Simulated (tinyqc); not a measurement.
Charge needed for a dipole step.

Two sheets of opposite charge dd apart with permittivity ei give the step D = q N dd/(eps0 ei).

Inputs (values chosen for the exercise):
```
symbol  value  unit                                        meaning
ei        4.8        relative permittivity inside the dipole layer
dd       0.18    nm                  thickness of the dipole layer
```

Constants: q = 1.602176634e-19 C, eps0 = 8.8541878128e-14 F/cm where lengths are in cm. Results are converted to the units shown.

Result of one run:
```
N (cm^-2)   D (V)  field (MV/cm)  moment (debye/nm^2, 1 D = 3.33564e-30 C m)
2.9e14     1.9678         109.32                                      25.073
```

What becomes of these results when the charge in each sheet N is changed from 2.9e14 to 6.8e12 cm^-2, all else the same?

Result of the changed run:
```
N (cm^-2)     D (V)  field (MV/cm)  moment (debye/nm^2, 1 D = 3.33564e-30 C m)
6.8e12     0.046143         2.5635                                     0.58791
```

The whole series:
```
N (cm^-2)      D (V)  field (MV/cm)  moment (debye/nm^2, 1 D = 3.33564e-30 C m)
1e12       0.0067857        0.37698                                    0.086458
2.7e12      0.018321         1.0179                                     0.23344
6.8e12      0.046143         2.5635                                     0.58791
1.7e13       0.11536         6.4087                                      1.4698
4.5e13       0.30536         16.964                                      3.8906
1.1e14       0.74642         41.468                                      9.5103
2.9e14        1.9678         109.32                                      25.073
```

D is proportional to N, 0.1 V for 1.47e13 cm^-2. The same sheet as an uncompensated charge under 1 nm of a dielectric of permittivity 3.9 would shift the flat band by 0.684 V, and that shift would grow with thickness, which a dipole step does not. For N = 1.1e14, 2.9e14 the field exceeds 20 MV/cm; it acts over one bond length, where the sheet picture is only a bookkeeping device.

Numbers from tinyqc (`OMP_NUM_THREADS=1 python tinyqc.py 2410133 2410134 out.jsonl`; about 0.01 s on one thread of a shared Intel Xeon 2.30GHz).
